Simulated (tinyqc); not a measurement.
Donor or exciton in a quantum well (variational effective-mass method). From one set of inputs to another, one input at a time. Computed by tinyqc, a small Python program. Command: `OMP_NUM_THREADS=1 python tinyqc.py 3005617 3005618 out.jsonl welldonor ladder`. One thread of a shared host (Intel(R) Xeon(R) Processor @ 2.30GHz), about 0.3 s of CPU time with the checks.

H = -nabla^2 - 2/|r - r_i| + V(z) in effective units; trial function psi = f(z) exp(-|r - r_i|/lambda), f the ground state of the well. Mass and screening are the same in well and barrier; l = L/a* is the width in effective units. Bands are flat: no polarisation or applied field.

The inputs printed are set A. Set A is modelled on CdTe; the values taken over come from a set modelled on GaN. Inputs not listed in the table keep their values of set A, so the rows need not describe a real material.

Inputs (values chosen for the exercise, modelled on CdTe):
```
quantity                               value  unit
electron mass m                       0.0946   m_0
dielectric constant eps                   10     -
well width L                             9.3    nm
donor position z_i/L from the centre     0.1     -
barrier height V_0                      0.27    eV
```

Centre: donor. Barriers: finite.

Constants: Ry = 13.605693123 eV; a_0 = 0.529177210903 angstrom.

Method:
- Ry* = Ry m/eps^2, a* = a_0 eps/m; l = L/a*.
- k solves k tan(k l/2) = sqrt(v - k^2), v = V_0/Ry*, 0 < k l/2 < pi/2 (bisection); f = cos(k z) inside and cos(k l/2) exp(-kappa (|z| - l/2)) outside, kappa = sqrt(v - k^2); subband energy k^2 Ry*.
- Binding E_b(lambda) = -1/lambda^2 + 4 A/(lambda B), with A = int f^2 exp(-2 s/lambda) dz, B = int f^2 exp(-2 s/lambda)(1 + 2 s/lambda) dz and s = |z - z_i|; 40 Gauss-Legendre points on each piece between the walls at z = -l/2 and l/2 and z_i, and out to 12/(kappa + 1/lambda) beyond the walls.
- Golden-section search for the maximum over lambda from 0.3 to 4, 40 steps.

Each row keeps all changes above it:
```
input moved                             from     to  binding energy (meV)  radius lambda a* (nm)  subband energy (meV)
set A                                      -      -                21.728                 5.3902                 28.61
barrier height V_0 (eV)                 0.27    0.5                22.166                 5.3385                 32.18
dielectric constant eps                   10   9.57                23.820                 5.1506                 32.18
well width L (nm)                        9.3      4                29.763                 4.5059                115.27
electron mass m (m_0)                 0.0946  0.206                51.447                 2.3727                 66.35
donor position z_i/L from the centre     0.1      0                52.607                 2.3518                 66.35
```

Which inputs carry the difference?

Binding energy goes from 21.7 to 52.6, a factor 2.42 in all. The largest single move comes from electron mass m (a factor 1.73). Radius lambda a* goes from 5.39 to 2.35, a factor 0.436 in all. The largest single move comes from electron mass m (a factor 0.527). Subband energy goes from 28.6 to 66.4, a factor 2.32 in all. The largest single move comes from well width L (a factor 3.58), and electron mass m works against it (a factor 0.576). The single moves hold for this order of the switches; the total does not depend on the order.

Extremes, crossings and ranges named in words are read from the listed rows.
